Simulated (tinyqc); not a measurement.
Free-carrier optics of a doped semiconductor (Drude model with one polar phonon): one step. Dielectric function at one energy.

eps(E) = ei [1 - Ep^2/(E^2 + i E Gam)] + (es - ei) wT^2/(wT^2 - E^2 - i E gT), with Ep^2 = 8 pi c (e^2/(4 pi eps0)) N/(m ei), c = hbar^2/2m0, N in 1/angstrom^3 (1e-24 per 1/cm^3); Gam = hbar/tau, tau = mu m m0/e with m0/e = 5.685630e-12 kg/C and mu in m^2/(V s). Energies in meV.

Parameters, chosen for this exercise (mass and dielectric values near those of GaSb; N and mu are free inputs; interband absorption and the rise of the mass with filling are left out; shifted at random, so the results belong to these values and not to a real crystal): E = 16.9 meV (photon energy); ei = 14.43 (high-frequency dielectric constant); wT = 27.7 meV (TO phonon); es = 15.52 (static dielectric constant); gT = 0.8 meV (phonon damping).

Ep = 9.9821 meV
Gam = 3.4393 meV

Question. Insert the numbers.

Give: free-carrier term; eps.

Answer.

free-carrier term = -4.834+0.984i
eps = 11.331+1.032i

Computed by tinyqc, a small Python program: `OMP_NUM_THREADS=1 python tinyqc.py 1682498 1682499 out.jsonl` (the numbers bound the seed that draws the inputs); one thread of a shared host (Intel(R) Xeon(R) Processor @ 2.30GHz), about 0.01 s for the whole set of steps.
